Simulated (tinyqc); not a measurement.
## Gate voltage for a wanted density

Inverse problem. A HEMT has a barrier of thickness d, permittivity eb and off voltage Voff; energies are counted from the channel band edge at the interface. F = q (eta ns + Nb)/(eps0 ec) in eV/nm; E_k = a_k (C F^2/me)^(1/3), a_0 = 2.338107, a_1 = 4.087949, C = hbar^2/(2 m0); D = me m0 q/(pi hbar^2); ns = D Vt [ln(1 + exp((EF - E_0)/Vt)) + ln(1 + exp((EF - E_1)/Vt))], which gives EF = E_0 + Vt ln{2 s/[(1 + u) + sqrt((1 + u)^2 + 4 u s)]} with s = exp(ns/(D Vt)) - 1, u = exp((E_0 - E_1)/Vt). Charge control: ns + Nb = eps0 eb (Vg - Voff - EF)/(q d). Find E_0, E_1, EF and the Vg that gives this ns.

Values chosen for this exercise; material values close to those of AlGaN on GaN:
```
symbol,value,unit,meaning
T,300,K,temperature
d,31,nm,barrier thickness
me,0.21,m0,electron mass in the channel
ec,9.39,,relative permittivity of the channel
eta,0.5,,share of ns that counts in the confining field
Nb,0,cm^-2,depletion charge of the buffer
```

Constants: q = 1.602176634e-19 C, kB = 1.380649e-23 J/K, hbar = 1.054571817e-34 J s, m0 = 9.1093837015e-31 kg, Vt = kB T/q, eps0 = 8.8541878128e-14 F/cm where lengths are in cm, hbar^2/(2 m0) = 0.0380998212 eV nm^2. Results are converted to the units shown.

ns = 3.52e12 cm^-2
eb = 9.2115000
Voff = -11.790097 V

Answer. In this direction nothing needs iterating: ns fixes the field, the levels and EF, and the charge-control relation gives Vg.

E_0 = 0.1387 eV
E_1 = 0.2425 eV
EF = 0.1707 eV
Vg = -9.476 V

tinyqc, about 0.01 s, one thread, Intel Xeon 2.30GHz (shared host): `OMP_NUM_THREADS=1 python tinyqc.py 2180047 2180048 out.jsonl`
